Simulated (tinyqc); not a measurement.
Composition and strain of an epitaxial Si(1-x)Ge(x) layer from Raman and X-ray peaks. Changing the Ge fraction x. Computed by tinyqc, a small Python program. Command: `OMP_NUM_THREADS=1 python tinyqc.py 3003266 3003267 out.jsonl epiraman sweep`. One thread of a shared host (Intel(R) Xeon(R) Processor @ 2.30GHz), about 0.01 s of CPU time with the checks.

A (001) layer, biaxially strained in the plane. The Raman peaks follow empirical lines omega = w0 + c1 x + c3 x^3 + b eps (c3 for Si-Ge alone), with eps the in-plane strain.

Inputs (values chosen for the exercise, modelled on silicon-germanium):
```
quantity,value,unit
degree of relaxation R,0,-
lattice constant of Si,5.431,angstrom
lattice constant of Ge,5.658,angstrom
bowing B,0.026,angstrom
2 C12/C11 of Si,0.764,-
2 C12/C11 of Ge,0.747,-
Si-Si: w0,521,1/cm
Si-Si: c1,-67.2,1/cm
Si-Si: strain coefficient b,-770,1/cm
Si-Ge: w0,399.8,1/cm
Si-Ge: c1,23.3,1/cm
Si-Ge: c3,-32.7,1/cm
Si-Ge: strain coefficient b,-573,1/cm
Ge-Ge: w0,280.6,1/cm
Ge-Ge: c1,19.2,1/cm
Ge-Ge: strain coefficient b,-460,1/cm
X-ray wavelength,1.540598,angstrom
```

Substrate: silicon.

Method:
- Relaxed lattice constant a(x) = a_Si + (a_Ge - a_Si) x - B x (1 - x).
- In-plane constant a_par = a_sub + R (a(x) - a_sub); eps = a_par/a(x) - 1; eps_perp = -(2 C12/C11) eps with 2 C12/C11 linear in x; a_perp = a(x) (1 + eps_perp).
- Insert x and eps in the three lines; the strain part is b eps.
- Bragg angle theta = arcsin(2 lambda/a) for (004), for the substrate with a_sub and the layer with a_perp; separation in arc seconds.

One run for each value:
```
Ge fraction x,Si-Si peak (1/cm),Si-Ge peak (1/cm),Ge-Ge peak (1/cm),in-plane strain eps (per mille),"separation, layer less substrate (arcsec)"
0.08,517.9,403.4,283.5,-2.98,-744
0.18,514.1,407.7,287.2,-6.77,-1681
0.29,510.0,412.1,291.2,-11.01,-2718
0.40,505.9,415.8,295.3,-15.33,-3761
0.50,502.3,418.4,299.1,-19.32,-4714
0.60,498.7,420.1,302.9,-23.37,-5671
0.71,494.8,420.6,307.1,-27.89,-6726
0.82,490.9,419.5,311.3,-32.48,-7785
0.92,487.4,416.8,315.1,-36.70,-8750
```

Over the rows, Si-Si peak (1/cm) falls from 518 to 487 (exponent d ln y / d ln x -0.0091 between the first rows and -0.062 between the last); Si-Ge peak (1/cm) goes from 403 through a maximum among these rows, 421 at 0.710, to 417; Ge-Ge peak (1/cm) rises from 284 to 315 (exponent d ln y / d ln x 0.016 between the first rows and 0.11 between the last). Composition and strain both change with x. The Si-Si peak moves by -36.3 per cm per unit x on average, against c1 = -67.2 without strain: eps moves towards compression as x grows, which offsets part of the fall, in proportion to 1 - R.

Caution (rows 0.0800, 0.180, 0.820, 0.920): near either end one of the like-atom peaks is weak, since its intensity follows the number of such bonds. Caution (rows 0.600, 0.710, 0.820, 0.920): strains above 2 % survive only in layers a few nanometres thick, and the linear relations lose accuracy.

Extremes, crossings and ranges named in words are read from the listed rows.
